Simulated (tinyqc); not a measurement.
Pressure-driven transition between two phases with analytic equations of state: one step, computed by the program tinyqc. Command: `OMP_NUM_THREADS=1 python tinyqc.py 3024218 3024219 out.jsonl transition walk`. One thread of a shared host (Intel(R) Xeon(R) Processor @ 2.30GHz), about 0.06 s of CPU time with the checks.

Each phase obeys E = E0 + (B0 V/B') [(V0/V)^B'/(B' - 1) + 1] - B0 V0/(B' - 1), P = (B0/B') [(V0/V)^B' - 1]; E0 = 0 for phase 1 and Delta E0 for phase 2. H = E + P V.

Problem. One Newton step. At the estimate, solve P(V) = P for each phase, form H, and step P(new) = P - (H_2 - H_1)/(V_2 - V_1), since dH/dP = V.

Inputs (values chosen for the exercise, for two model phases): volume V0 of phase 1 = 14.7 angstrom^3/atom; B0 of phase 1 = 111 GPa; B' of phase 1 = 4; volume V0 of phase 2 = 12.7 angstrom^3/atom; B0 of phase 2 = 113 GPa; B' of phase 2 = 5.08; energy of phase 2 above phase 1, Delta E0 = 0.051 eV/atom.

Equation of state: Murnaghan.

rigid estimate = 4.085550 GPa

Constants: 1 eV/angstrom^3 = 160.2176634 GPa.

Give: V_1; H_1; V_2; H_2; next pressure.

Solution.

V_1 = 14.204 angstrom^3

H_1 = 0.36834 eV

V_2 = 12.285 angstrom^3

H_2 = 0.36939 eV

next pressure = 4.1727 GPa
